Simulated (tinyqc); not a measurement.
Equilibrium crystal shape, supported particles, Gibbs-Thomson effect and coarsening. Inputs raised by 2 %, one at a time. Computed by tinyqc, a small Python program. Command: `OMP_NUM_THREADS=1 python tinyqc.py 3002387 3002388 out.jsonl wulff sens`. One thread of a shared host (Intel(R) Xeon(R) Processor @ 2.30GHz), about 0.2 s of CPU time with the checks.

A cubic crystal bounded by {100}, {110} and {111} facets only.

Inputs (values chosen for the exercise, modelled on nickel):
```
quantity                                value        unit
atomic volume Omega                     10.94  angstrom^3
atoms in the particle N                   710           -
temperature T                             600           K
precipitate interface energy gamma_i     0.13       J/m^2
solubility x_inf at a flat interface  7.6e-05           -
diffusivity D                         5.6e-17       m^2/s
mean radius at the start r0               1.5          nm
time t                                   1200           s
```

Surface energies: given.

surface energies gamma(100), gamma(110), gamma(111) (J/m^2): 2.36  2.37  2.07

Constants: e = 1.602176634e-19 C; k_B = 1.380649e-23 J/K.

Method:
- The energies and Omega are given.
- Wulff construction: the facet planes lie at distances lambda gamma from the centre, and the shape is the region inside all of them; V = (1/3) sum of area x distance. gamma_mean = sum A gamma / sum A; shape factor eta = A/V^(2/3) (4.836 for a sphere). lambda follows from V = N Omega.
- Spherical precipitates of nearly pure solute with atomic volume Omega: x(r) = x_inf exp(l/r), l = 2 gamma_i Omega/(k_B T). Diffusion-limited coarsening at small volume fraction (Lifshitz-Slyozov-Wagner): r^3 = r0^3 + K t, K = (4/9) D x_inf l; the number density falls as (r0/r)^3. The steady size distribution is assumed from the start, and D and x_inf are inputs that do not follow T.

Runs:
```
input moved                                      from         to  gamma_mean (J/m^2)  mean radius at t (nm)  capillary length l (nm)  number density over its start
base run                                            -          -              2.1806                 1.6076                  0.34337                        0.81239
atomic volume Omega (angstrom^3)                10.94    11.1588              2.1806                 1.6096                  0.35023                        0.80936
atoms in the particle N                           710      724.2              2.1806                 1.6076                  0.34337                        0.81239
temperature T (K)                                 600        612              2.1806                 1.6056                  0.33663                        0.81539
precipitate interface energy gamma_i (J/m^2)     0.13     0.1326              2.1806                 1.6096                  0.35023                        0.80936
solubility x_inf at a flat interface          7.6e-05  7.752e-05              2.1806                 1.6096                  0.34337                        0.80936
diffusivity D (m^2/s)                         5.6e-17  5.712e-17              2.1806                 1.6096                  0.34337                        0.80936
time t (s)                                       1200       1224              2.1806                 1.6096                  0.34337                        0.80936
```

Exponents ln(y'/y) / ln(x'/x):
```
input                                 gamma_mean  mean radius at t  capillary length l  number density over its start
atomic volume Omega                            0             0.063                   1                         -0.189
atoms in the particle N                        0             0.000                   0                          0.000
temperature T                                  0            -0.062                  -1                          0.186
precipitate interface energy gamma_i           0             0.063                   1                         -0.189
solubility x_inf at a flat interface           0             0.063                   0                         -0.189
diffusivity D                                  0             0.063                   0                         -0.189
time t                                         0             0.063                   0                         -0.189
```

To which inputs is each result most sensitive?

Among the inputs moved here: gamma_mean hardly depends on these (all exponents below 0.005). Mean radius at t answers most in size to atomic volume Omega (exponent +0.063), and about equally to precipitate interface energy gamma_i (+0.063), diffusivity D (+0.063), solubility x_inf at a flat interface (+0.063), time t (+0.063), temperature T (-0.062); its exponent is below 0.0005 for atoms in the particle N. capillary length l answers most in size to atomic volume Omega (exponent +1.000), and about equally to temperature T (-1.000), precipitate interface energy gamma_i (+1.000); its exponent is below 0.0005 for atoms in the particle N, solubility x_inf at a flat interface, diffusivity D, time t. Its exponent -1.000 in temperature T: l carries 1/(k_B T). Number density over its start answers most in size to atomic volume Omega (exponent -0.189), and about equally to precipitate interface energy gamma_i (-0.189), diffusivity D (-0.189), solubility x_inf at a flat interface (-0.189), time t (-0.189), temperature T (+0.186); its exponent is below 0.0005 for atoms in the particle N.

Caution (all rows): below a few thousand atoms edges and corners add to the energy and facets hold few atoms.
